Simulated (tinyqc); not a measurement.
## Segment and feed resistance from two drops

Inverse problem. A rail is fed at one end through Rq; K loads of Ij follow, each after a segment Rs. The drop at load j is K Ij Rq + Rs Ij sum_(l=1..j) (K - l + 1). Find Rs, Rq and the worst drop, at the middle, if the rail were fed through Rq at both ends: K Ij Rq/2 + Rs Ij K^2/8 with the load taken as continuous.

Parameters, values chosen for the exercise:

| symbol | value | unit | meaning |
|---|---|---|---|
| K | 15 |  | number of equal loads |
| Ij | 0.5 | mA | current of each load |

drops at the first and at the last load (mV): 2.55  11.475000

Answer. The difference of the two drops is Rs Ij K (K - 1)/2, which gives Rs; the first drop then gives Rq.

Rs = 0.1700 ohm
Rq = 0.1700 ohm
drop at the middle with two feeds = 3.028 mV

Program tinyqc, `OMP_NUM_THREADS=1 python tinyqc.py 2770110 2770111 out.jsonl`; Intel Xeon 2.30GHz, shared host, one thread, about 0.3 s.
